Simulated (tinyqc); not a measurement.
# Bloch-Grueneisen resistivity of a metal, step by step

A worked calculation. Computed by tinyqc, a small Python program that keeps every step. Command: `OMP_NUM_THREADS=1 python tinyqc.py 3000063 3000064 out.jsonl bg walk`. One thread of a shared host (Intel(R) Xeon(R) Processor @ 2.30GHz), about 0.01 s of CPU time with the checks. Intermediate numbers are printed to about 6 digits and carried at full precision; extremes and crossings named in words are read from the listed rows.

Electrons scatter from a Debye spectrum of phonons (n = 5 for scattering within one band, n = 3 for scattering into a second, heavy band) and from static defects.

Inputs (values chosen for the exercise, modelled on gold): exponent n = 5; Debye temperature Theta = 179 K; transport coupling lambda_tr = 0.16; Drude plasma energy hbar w_p = 8.7 eV; residual resistivity rho_0 = 0.027 microohm cm; temperature T = 20 K.

Addition: none.

Constants: k_B = 1.380649e-23 J/K; hbar = 1.054571817e-34 J s; eps_0 = 8.8541878128e-12 F/m; hbar = 6.582119569e-16 eV s; k_B = 8.617333262e-05 eV/K.

## Scale of the phonon resistivity

rho_ph = (n - 1) rho_1 (T/Theta)^n J_n(Theta/T), with rho_1 = 2 pi lambda_tr k_B Theta/(hbar eps_0 w_p^2), the high-temperature line at T = Theta.

rho_1 = 1.52302 microohm cm

## The integral and the phonon part

J_n(y) = int_0^y x^n e^x/(e^x - 1)^2 dx, by 96 Gauss-Legendre points (upper limit at most 60).

Theta/T = 8.95

J_n = 110.179

phonon resistivity rho_ph = 0.0116882 microohm cm

This is 6.87 % of the straight line rho_1 T/Theta.

## Total resistivity and derived numbers

Matthiessen's rule: rho = rho_0 + rho_ph. Temperature coefficient (1/rho) d rho/dT by a central difference of +/- 0.5 K; residual ratio rho(295 K)/rho(4.2 K); scattering time tau = 1/(eps_0 w_p^2 rho); Wiedemann-Franz kappa = L_0 T/rho, L_0 = (pi^2/3)(k_B/e)^2.

resistivity rho = 0.0386882 microohm cm

temperature coefficient = 66.3998 1e-3/K

residual resistance ratio = 92.0689

scattering time = 1670.96 fs

Wiedemann-Franz conductivity = 1262.92 W/(m K)

The coefficient is 1.33 times 1/T; it exceeds 1/T because the phonon part, extended linearly, meets zero above T = 0.

## Limits of the phonon part

Low T: (n - 1) n! zeta(n) rho_1 (T/Theta)^n. High T: rho_1 (T/Theta) [1 - (n - 1)/(12 (n + 1)) (Theta/T)^2].

Resistivities (microohm cm):
```
T (K)       rho_ph    low-T law  straight line  line with correction  total rho
5.4    1.89408e-05  1.89408e-05        0.04595                     -    0.02702
9.0    2.43562e-04  2.43580e-04        0.07658                     -    0.02724
14.0   2.19216e-03  2.21855e-03        0.11912                     -    0.02919
21.0   1.44452e-02  1.68471e-02        0.17868                     -    0.04145
36.0   9.95651e-02  2.49426e-01        0.30630                     -    0.12657
63.0   3.53337e-01  4.09385e+00        0.53603               0.29563    0.38034
90.0   6.19632e-01  2.43580e+01        0.76576               0.59748    0.64663
140.0  1.08931e+00  2.21855e+02        1.19119               1.08300    1.11631
210.0  1.71658e+00  1.68471e+03        1.78678               1.71466    1.74358
360.0  3.02136e+00  2.49426e+04        3.06305               3.02098    3.04836
```

The low-T law holds to 10 % up to 14 K, the straight line from 140 K on. The local exponent of rho_ph falls from 5.00 to 1.05. Phonons overtake the residual resistivity between 21.0 and 36.0 K.

Checks made by the program: J_n at large argument against n! zeta(n) (relative difference below 1e-10).
